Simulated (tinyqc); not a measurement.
What each parameter does: two-dimensional electron gas with Rashba and Dresselhaus coupling.

H = c k^2/m + al (ky sx - kx sy) + b1 (kx sx - ky sy) + gam kx ky (kx sy - ky sx), s the Pauli matrices, x = [100], c = hbar^2/2m0, b1 = gam (pi/L)^2 (hard walls). H = c k^2/m + B.s, so E = c k^2/m -/+ |B| and the lower state has its spin along -B.

Constants: hbar^2/2m0 = 3.80998211 eV angstrom^2.

Parameters, chosen for this exercise (of the size met in GaAs; the results hold for these values, not for the real material): m = 0.0721 m0 (mass); al = 0.027 eV angstrom (Rashba constant); gam = 0 eV angstrom^3 (bulk Dresselhaus constant); L = 233 angstrom (width of the (001) well); n = 7.4 1e11/cm^2 (sheet density (one subband filled)).

Splittings 2|B| at k0 = sqrt(2 pi n) along [100], [110] and [-110], and E0 = c k0^2/m; 1e11/cm^2 = 1e-5/angstrom^2.

Results for these values:

| case | [100] (meV) | [110] (meV) | [-110] (meV) | E0 (meV) |
|---|---|---|---|---|
| base | 1.1644 | 1.1644 | 1.1644 | 24.57 |

What happens to each result for n = 11.1 1e11/cm^2, all else kept?

Answer: [100] rises from 1.1644 to 1.4261; [110] rises from 1.1644 to 1.4261; [-110] rises from 1.1644 to 1.4261; E0 rises from 24.57 to 36.85.

The same for each parameter in turn:

| case | [100] (meV) | [110] (meV) | [-110] (meV) | E0 (meV) |
|---|---|---|---|---|
| base | 1.1644 | 1.1644 | 1.1644 | 24.57 |
| m = 0.07931 m0 | 1.1644 | 1.1644 | 1.1644 | 22.34 |
| al = 0.0324 eV angstrom | 1.3973 | 1.3973 | 1.3973 | 24.57 |
| gam = 3 eV angstrom^3 | 1.1646 | 1.1578 | 1.1709 | 24.57 |
| L = 253 angstrom | 1.1644 | 1.1644 | 1.1644 | 24.57 |
| n = 11.1 1e11/cm^2 | 1.4261 | 1.4261 | 1.4261 | 36.85 |

(tinyqc, `OMP_NUM_THREADS=1 python tinyqc.py 1482334 1482335 out.jsonl`, Intel(R) Xeon(R) Processor @ 2.30GHz, 1 thread, shared host, about 0.01 s.)
